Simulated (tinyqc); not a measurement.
Holstein polaron on two sites. Changing the hopping t. Computed by tinyqc, a small Python program. Command: `OMP_NUM_THREADS=1 python tinyqc.py 3003639 3003640 out.jsonl holstein sweep`. One thread of a shared host (Intel(R) Xeon(R) Processor @ 2.30GHz), about 0.02 s of CPU time with the checks.

One electron on sites 1 and 2: H = -t (c1+ c2 + c2+ c1) + hbar omega sum_i b_i+ b_i - g hbar omega sum_i n_i (b_i + b_i+). The symmetric phonon shifts the energy by -g^2 hbar omega/2 and drops out; with b = (b_1 - b_2)/sqrt(2) there remains H = -t sigma_x + hbar omega b+ b - (g hbar omega/sqrt(2)) sigma_z (b + b+). Parity splits it into blocks p = +1 and -1 over phonon numbers n. Zero-point energies are left out. Weights Z refer to mode b alone; the displaced symmetric mode multiplies the full zero-phonon weight by exp(-g^2/2).

Inputs (values chosen for the exercise, for a model dimer): phonon energy hbar omega = 147 meV; coupling g = 0.388.

Method. Block p: H_nn = n hbar omega - p t (-1)^n - g^2 hbar omega/2, H_(n,n+1) = -(g hbar omega/sqrt(2)) sqrt(n + 1). Use 60 levels in both blocks; Z = c_0^2 is the weight of n = 0 in the ground state c; the splitting is the lowest odd level less the lowest even one, which without coupling is the smaller of 2t and hbar omega; <sigma_x> = sum (-1)^n c_n^2 measures the kinetic energy.

One run for each value:
```
hopping t (meV)  splitting/(2t)  weight Z of n = 0 in mode b  <sigma_x>  mean phonon number in b
7.4                     0.85927                      0.93868    0.88183                 0.063655
14.0                    0.85671                      0.94673    0.89734                 0.055306
26.0                    0.84758                      0.95794    0.91895                 0.043671
49.0                    0.80900                      0.97164    0.94536                 0.029443
93.0                    0.64418                      0.98442    0.97000                 0.016166
180.0                   0.37953                      0.99326    0.98702                 0.006990
330.0                   0.21490                      0.99735    0.99490                 0.002744
1200.0                  0.06068                      0.99974    0.99949                 0.000272
```

Give the missing row, hopping t (meV) = 620.0.

Computed row:
```
hopping t (meV)  splitting/(2t)  weight Z of n = 0 in mode b  <sigma_x>  mean phonon number in b
620.0                   0.11640                      0.99911    0.99829                 0.000922
```

Interpolating between the two neighbouring rows (the first column on a logarithmic scale, the others too where they are positive) misses most in mean phonon number in b, by 3.8 %. Over the rows, splitting/(2t) falls from 0.859 to 0.0607 (exponent d ln y / d ln x -0.0047 between the first rows and -0.99 between the last); weight Z of n = 0 in mode b rises from 0.939 to 1.000 (exponent d ln y / d ln x 0.013 between the first rows and 9.5e-4 between the last); <sigma_x> rises from 0.882 to 0.999 (exponent d ln y / d ln x 0.027 between the first rows and 0.0018 between the last). For t much below hbar omega the ratio tends to exp(-g^2) = 0.860; the first row has 0.859.

Caution (rows 93.0, 180, 330, 620, 1200): with hbar omega below 2t the lowest odd level starts as a one-phonon state, so the splitting here is a softened phonon and not a narrowed hopping.

Extremes, crossings and ranges named in words are read from the listed rows.
